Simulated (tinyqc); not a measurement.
Straight dislocations in isotropic elasticity: fields, energies, partials, Peierls stress and walls: one step, computed by the program tinyqc.

The line runs along z, the glide plane is y = 0, and beta is the angle between b and the line (0 screw, 90 degrees edge): b_e = b sin(beta) along +x with the extra half plane at y > 0, b_s = b cos(beta). Stress is positive in tension.

Question. Peierls-Nabarro core of the undissociated dislocation. Energy factor K = G [cos^2(beta) + sin^2(beta)/(1 - nu)]. Misfit energy gamma(u) = (gamma_us/2)(1 - cos(2 pi u/b)), so the largest restoring stress is tau_max = pi gamma_us/b; u(x) = b/2 + (b/pi) arctan(x/zeta), zeta = K b/(4 pi tau_max). Summing the misfit energy over atomic rows a' apart gives, for a wide core, W_P = (K b^2/pi) exp(-2 pi zeta/a') and sigma_P = (K b/a') exp(-2 pi zeta/a'); a' = b/2 for edge and 30-degree lines, b sqrt(3)/2 for screw and 60-degree lines.

Inputs (values chosen for the exercise, modelled on germanium): Burgers vector b = 4 angstrom; unstable fault energy gamma_us = 1450 mJ/m^2.

Character: 60-degree.

energy factor K = 64.96579 GPa

Constants: 1 eV/angstrom^3 = 160.2176634 GPa.

Give: tau_max; half width zeta; row spacing a'; Peierls barrier W_P; Peierls stress sigma_P.

Answer.

tau_max = 11.39 GPa

half width zeta = 1.816 angstrom

row spacing a' = 3.464 angstrom

Peierls barrier W_P = 766.6 meV/nm

Peierls stress sigma_P = 2785 MPa

Caution: in covalent crystals lines are dissociated and reconstructed and move by kinks, so this sinusoidal model gives only the trend.
